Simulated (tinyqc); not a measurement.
Global model of a low-pressure process discharge: electron temperature, density, ion flux and ion energy: one step, computed by the program tinyqc.

Maxwellian electrons with temperature T_e in eV, one positive ion, no negative ions, uniform bulk density n; rate constants have the Arrhenius form.

Task: Biased electrode. All bias power goes to ions: V_b = P_b/(J pi r^2). Debye length at the sheath edge lambda_D = sqrt(eps_0 T_e/(e h_L n)); Child-law sheath s = (sqrt2/3) lambda_D (2 V/T_e)^(3/4), V = V_b + V_s; ion transit time tau_i = 3 s sqrt(M/(2 e V)); collisions in the sheath s/lambda_i.

Inputs (values chosen for the exercise, of the order of those of an inductive discharge in a simple atomic gas):
```
quantity                        value  unit
ion mass M                         40     u
gas temperature T_g               300     K
radius R                           18    cm
height L                           12    cm
bias power P_b                    310     W
radius of the biased electrode    7.5    cm
bias frequency                     27   MHz
```

ion current density J = 3.910301 mA/cm^2

T_e = 1.838173 eV

h_L = 0.1523712

plasma density n = 7.606820e+11 1/cm^3

wall potential V_s = 8.601895 V

ion mean free path = 0.2079291 cm

Constants: eps_0 = 8.8541878128e-12 F/m; e = 1.602176634e-19 C; u = 1.6605390666e-27 kg.

Give: bias voltage V_b; lambda_D; sheath width s; ion transit time; transit time over bias period; s/lambda_i.

Result:

bias voltage V_b = 448.62 V

lambda_D = 29.605 micrometre

sheath width s = 1.4700 mm

ion transit time = 93.902 ns

transit time over bias period = 2.5353

s/lambda_i = 0.70699

Many ions collide in the sheath, which lowers their energy and widens their angles. Caution: at so short an ion path the formulas for h_L and h_R give way to the ambipolar-diffusion limit.
